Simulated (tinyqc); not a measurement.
Inside a calculation. Model: Landau-Devonshire theory of a uniaxial ferroelectric. Computed by tinyqc, a small Python program that keeps every step. Command: `OMP_NUM_THREADS=1 python tinyqc.py 3012493 3012494 out.jsonl ferro walk`. One thread of a shared host (Intel(R) Xeon(R) Processor @ 2.30GHz), about 0.01 s of CPU time with the checks. Intermediate numbers are printed to about 6 digits and carried at full precision; extremes and crossings named in words are read from the listed rows.

G(P) = (alpha/2) P^2 + (beta*/4) P^4 + (gamma/6) P^6 - E P per volume, SI units, one domain, P along the polar axis, which is normal to the film.

Inputs (values chosen for the exercise, for a model ferroelectric):
```
quantity                          value             unit
alpha_0                          211000      J m/(C^2 K)
Curie-Weiss temperature T0          860                K
beta                           3.93e+08        J m^5/C^4
gamma                           2.4e+09        J m^9/C^6
temperature T                       501                K
misfit strain u_m               -0.0084                -
electrostriction Q12             -0.031          m^4/C^2
compliance s11 + s12            3.9e-12            m^2/N
applied field E                      52             MV/m
film thickness d                     41               nm
screening length lambda           0.012               nm
background permittivity eps_b        10                -
gradient coefficient g            2e-10        J m^3/C^2
series capacitance C_d              1.3  microfarad/cm^2
start of Newton steps P0/Ps         1.3                -
```

Sample: epitaxial film.

Constants: eps_0 = 8.8541878128e-12 F/m.

## Coefficients at T

alpha = alpha_0 (T - T0*), with clamping: T0* = T0 + 4 Q12 u_m/(alpha_0 (s11 + s12)), beta* = beta + 4 Q12^2/(s11 + s12).

T0* = 2125.77 K

alpha = -3.42826e+08 J m/C^2

beta* = 1.37864e+09 J m^5/C^4

Compression raises T0 by 1266 K. beta* > 0: the transition is of second order. Caution: a shift of T0 this large is beyond the range where constant coefficients hold.

## Spontaneous polarisation, susceptibility, coercive field

Ps^2 = [-beta* + sqrt(beta*^2 - 4 alpha gamma)]/(2 gamma). chi = 1/(eps_0 G''), G'' = alpha + 3 beta* P^2 + 5 gamma P^4 at Ps. Ps, chi and the coercive field are for perfect screening, without a depolarising field. The intrinsic coercive field is |alpha P + beta* P^3 + gamma P^5| at the P_c where G'' = 0. 1 C/m^2 = 100 microcoulomb/cm^2.

spontaneous polarisation Ps = 43.2990 microcoulomb/cm^2

susceptibility chi = 132.193

well depth G(Ps) = -17.3862 MJ/m^3

P_c = 26.2782 microcoulomb/cm^2

intrinsic coercive field = 62.0639 MV/m

P_c/Ps = 0.607, above the 0.577 of a quartic well, as the sixth-order term matters. Real switching runs by domain nucleation at far lower fields. Caution: far below T0* the expansion with linear alpha(T) is only a fit.

## Polarisation in the field by Newton steps

Solve G'(P) = alpha P + beta* P^3 + gamma P^5 - E = 0 by P(new) = P - G'/G'' from P0; stop when the step is below 1e-11 C/m^2 (G' under 1e-6 MV/m is shown as 0).

Newton steps:
```
step  P (microcoulomb/cm^2)    G' (MV/m)  G'' (MJ m/C^2)
1                   56.2887  1.36522e+02         2172.28
2                   50.0040  2.39748e+01         1441.56
3                   48.3409  1.36853e+00         1278.97
4                   48.2339  5.38475e-03         1268.92
5                   48.2335            0         1268.88
6                   48.2335            0         1268.88
```

P at the end of the steps = 48.2335 microcoulomb/cm^2

1/(eps_0 G'') there = 89.0086

The linear estimate Ps + eps_0 chi E gives 49.385; the field lowers chi by 32.7 %.

## The 180-degree wall

With the term (g/2) (dP/dx)^2, (g/2) P'^2 = G(P) - G(Ps) across the wall: energy = int_(-Ps)^(Ps) sqrt(2 g [G(P) - G(Ps)]) dP (40 Gauss-Legendre points); width = 2 Ps over the slope at P = 0, sqrt(2 |G(Ps)|/g). Elastic coupling inside the wall is left out.

wall energy = 48.8634 mJ/m^2

wall width = 2.07685 nm

## A capacitor with imperfect screening

Between shorted electrodes with screening length lambda each, the depolarising field is -k P, k = 2 lambda/(eps_0 (d + 2 lambda eps_b)), so alpha turns into alpha + k. The polar state is the lowest uniform state while alpha + k < 0 (beta* > 0) or < 3 beta*^2/(16 gamma) (beta* < 0); setting the equality gives the critical thickness d_c.

depolarising coefficient k = 6.57270e+07 J m/C^2

polarisation of the film = 39.7115 microcoulomb/cm^2

size of the depolarising field = 26.1012 MV/m

critical thickness d_c = 7.66658 nm

The film keeps 92 % of Ps.

## Thickness series

Domains are left out, though they can pre-empt both the loss of P and the state at P = 0. The second and third columns are for the shorted capacitor, polar only where it is the lowest uniform state: alpha + k < 0 (beta* > 0) or < 3 beta*^2/(16 gamma) (beta* < 0). The last column is another circuit, the film in series with C_d at P = 0: 1/C = (alpha d)/(1 + alpha eps_0 eps_b) + 1/C_d, and P = 0 is locally stable while 1/C > 0; a dash marks the rest.

Against thickness:
```
d (nm)  P (microcoulomb/cm^2)  depolarising field (MV/m)  C of the stack / C_d
1                      0.0000                     0.0000               1.00462
2                      0.0000                     0.0000               1.00928
3                      0.0000                     0.0000               1.01398
5                      0.0000                     0.0000               1.02352
8                      9.9457                    32.7167               1.03817
15                    31.8850                    56.7106               1.07405
30                    38.2571                    34.2920               1.15994
60                    40.9028                    18.4048               1.38079
150                   42.3669                     7.6437               3.21997
```

The polar state appears between 5 and 8 nm (d_c = 7.67 nm), and at 150 nm P is 97.8 % of Ps. The stack exceeds C_d wherever it is stable, up to 3.22 times: the ferroelectric held at P = 0 acts as a negative capacitance.

Checks made by the program: Ps against a numerical root of G'(P)/P (relative difference below 1e-10).
